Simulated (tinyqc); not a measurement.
# Hot electrons in a saturated n-channel MOSFET, lucky-electron model: what changes with what

Beyond pinch-off the lateral field grows as Esat cosh(y/l) over the velocity-saturated region (pseudo-two-dimensional model). Impact ionisation in this region gives the substrate current, which biases the body forward through Rsub. Currents are per width. Local-field laws: they overstate ionisation when the field peak is narrower than an energy relaxation length.

Values chosen for this exercise; values close to those of silicon n-channel devices: channel length L = 0.5 um; oxide thickness tox = 11 nm; junction depth xj = 200 nm; threshold VT = 0.66 V; effective mobility mu = 270 cm^2/(V s); saturation velocity vs = 7.7e6 cm/s; ionisation prefactor Ai = 2e6 1/cm; ionisation field Bi = 1.74 MV/cm; resistance of the lightly doped drain Rd = 0 ohm um; substrate resistance Rsub = 29000 ohm um; fall of VT per volt of forward body bias kb = 0.29; lifetime exponent m = 3.1; lifetime constant Hl = 4200 s uA/um; drain voltage Vd = 2.9 V; gate voltage Vg = 1.2 V.

Constants: eps0 = 8.8541878128e-14 F/cm where lengths are in cm. Results are converted to the units shown.

Each table varies one quantity; the others keep the values above.

## Effect of the channel length

Cox = 3.9 eps0/tox, l = sqrt(3 tox xj), Esat = 2 vs/mu. Overdrive g = Vg - VT + kb Vb; Vdsat = g Esat L/(g + Esat L); Id = Cox vs (g - Vdsat); dV = Vd - Id Rd - Vdsat; Em = sqrt((dV/l)^2 + Esat^2); Isub = Id (Ai/Bi) l Em exp(-Bi/Em). Vb = Rsub Isub is solved self-consistently. Lifetime tau = (Hl/Id)(Isub/Id)^(-m); 1 year = 3.15576e7 s.

Effect of the channel length:
```
L (um),Id (uA/um),Em (MV/cm),Isub (uA/um),Isub/Id,tau (years)
0.25,36.25,0.3138,0.4147,0.01144,3.836
0.35,28.02,0.3098,0.2945,0.01051,6.448
0.5,20.90,0.3063,0.2039,0.009754,10.90
0.71,15.42,0.3036,0.1418,0.009196,17.74
1,11.32,0.3016,0.09956,0.008793,27.75
1.4,8.285,0.3001,0.07045,0.008503,42.09
2,5.908,0.2989,0.04892,0.008280,64.08
```

As L goes from 0.25 to 2 um, Em falls from 0.314 to 0.299 MV/cm, Isub falls from 0.415 to 0.0489 uA/um and tau rises from 3.84 to 64.1 years. From the first row to the last, log10(tau) changes by 1.2: 0.43 from (Isub/Id)^(-m), which holds Em and l, and 0.79 from 1/Id. At L = 0.25 um the saturated region takes over 60 % of L, so using the full L in Vdsat is rough.

## Effect of the oxide thickness

Same model as above.

Effect of the oxide thickness:
```
tox (nm),Id (uA/um),Em (MV/cm),Isub (uA/um),Isub/Id,tau (years)
6.1,39.14,0.4068,1.537,0.03927,0.07758
7.6,30.73,0.3660,0.7525,0.02449,0.4274
9.4,24.57,0.3304,0.3616,0.01472,2.592
12,19.13,0.2937,0.1467,0.007667,25.13
14,16.37,0.2729,0.07998,0.004887,118.6
18,12.71,0.2422,0.02785,0.002192,1835
22,10.39,0.2204,0.01127,0.001085,1.986e4
```

As tox goes from 6.1 to 22 nm, Em falls from 0.407 to 0.220 MV/cm, Isub falls from 1.54 to 0.0113 uA/um and tau rises from 0.0776 to 19900 years. From the first row to the last, log10(tau) changes by 5.4: 4.8 from (Isub/Id)^(-m), which holds Em and l, and 0.58 from 1/Id. For tox = 18 to 22 nm tau is a far extrapolation that only says that hot carriers are no limit.

## Effect of the resistance of the lightly doped drain

Same model as above.

Effect of the resistance of the lightly doped drain:
```
Rd (ohm um),Id (uA/um),Em (MV/cm),Isub (uA/um),Isub/Id,tau (years)
0,20.902,0.30629,0.20388,0.0097538,10.902
150,20.901,0.30591,0.20219,0.0096736,11.185
300,20.900,0.30553,0.20052,0.0095940,11.476
500,20.899,0.30503,0.19830,0.0094885,11.877
800,20.897,0.30427,0.19501,0.0093318,12.507
1200,20.895,0.30326,0.19068,0.0091260,13.404
1600,20.892,0.30226,0.18643,0.0089235,14.372
```

As Rd goes from 0 to 1600 ohm um, Em falls from 0.306 to 0.302 MV/cm, Isub falls from 0.204 to 0.186 uA/um and tau rises from 10.9 to 14.4 years. From the first row to the last, log10(tau) changes by 0.12: 0.12 from (Isub/Id)^(-m), which holds Em and l, and under 0.005 from 1/Id. The price is 0.0334 V dropped over Rd in the last row.

Program tinyqc, `OMP_NUM_THREADS=1 python tinyqc.py 2550032 2550033 out.jsonl`; Intel Xeon 2.30GHz, shared host, one thread, about 0.01 s.
